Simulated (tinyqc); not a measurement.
Hueckel theory of the pi electrons with the omega technique, for the molecule Fc1cc2ccccc2[nH]1 (SMILES; centres numbered as the heavy atoms are written), step by step. One step of it, computed by the program tinyqc.

Question. Energy, charges, bond orders. E = sum n x; q_r = z_r - P_rr; bond order p = P_rs; free valence = sqrt(3) - sum of p over the bonds of the atom.

final x values: 3.226936  2.463654  1.784590  1.292222  0.847124  0.535230  -0.864268  -1.112724  -1.502774  -2.169990

occupations: 2.000000  2.000000  2.000000  2.000000  2.000000  2.000000  0.000000  0.000000  0.000000  0.000000

final P, lower triangle:
```
            1F         2C         3C         4C         5C         6C         7C         8C
1F    1.970688
2C    0.173614   0.965228
3C   -0.131525   0.818068   1.125919
4C   -0.007792  -0.023514   0.476967   1.036165
5C    0.044682  -0.212487  -0.053797   0.583448   1.023398
6C   -0.005489   0.032059  -0.102698  -0.031802   0.699493   1.026084
7C   -0.038891   0.185963   0.060206  -0.274997  -0.027987   0.635299   1.025357
8C    0.017715  -0.065645   0.010031   0.041281  -0.339224  -0.028992   0.686028   1.028523
9C    0.046700  -0.261731  -0.085156   0.571632   0.039233  -0.288537  -0.024523   0.626018
10N  -0.065029   0.381167  -0.213762  -0.158327   0.048100   0.098557  -0.091597  -0.119633

           9C       10N
9C   1.006785
10N  0.343457  1.791852
```

Centres:

| centre | z_r, pi electrons of the neutral centre | h |
|---|---|---|
| 1F | 2 | 3.000000 |
| 2C | 1 | 0.000000 |
| 3C | 1 | 0.000000 |
| 4C | 1 | 0.000000 |
| 5C | 1 | 0.000000 |
| 6C | 1 | 0.000000 |
| 7C | 1 | 0.000000 |
| 8C | 1 | 0.000000 |
| 9C | 1 | 0.000000 |
| 10N | 2 | 1.500000 |

Bonds:

| i | j | k |
|---|---|---|
| 1 | 2 | 0.700000 |
| 2 | 3 | 1 |
| 3 | 4 | 1 |
| 4 | 5 | 1 |
| 5 | 6 | 1 |
| 6 | 7 | 1 |
| 7 | 8 | 1 |
| 8 | 9 | 1 |
| 9 | 10 | 0.800000 |
| 10 | 2 | 0.800000 |
| 9 | 4 | 1 |

Give: pi energy = 12 alpha + this times beta; pi charges; Bond orders and lengths from R = 1.517 - 0.180 p; free valence of the carbons; gap between the highest filled and the next level.

Answer.

pi energy = 12 alpha + this times beta = 20.2995

pi charges: 1F 0.0293, 2C 0.0348, 3C -0.1259, 4C -0.0362, 5C -0.0234, 6C -0.0261, 7C -0.0254, 8C -0.0285, 9C -0.0068, 10N 0.2081

Bond orders and lengths from R = 1.517 - 0.180 p (angstrom, C-C alone):

| bond | p | R |
|---|---|---|
| 1-2 | 0.1736 | - |
| 2-3 | 0.8181 | 1.3697 |
| 3-4 | 0.4770 | 1.4311 |
| 4-5 | 0.5834 | 1.4120 |
| 5-6 | 0.6995 | 1.3911 |
| 6-7 | 0.6353 | 1.4026 |
| 7-8 | 0.6860 | 1.3935 |
| 8-9 | 0.6260 | 1.4043 |
| 9-10 | 0.3435 | - |
| 10-2 | 0.3812 | - |
| 9-4 | 0.5716 | 1.4141 |

free valence of the carbons: 2C 0.3592, 3C 0.4370, 4C 0.1000, 5C 0.4491, 6C 0.3973, 7C 0.4107, 8C 0.4200, 9C 0.1909

gap between the highest filled and the next level = 1.3995 |beta|
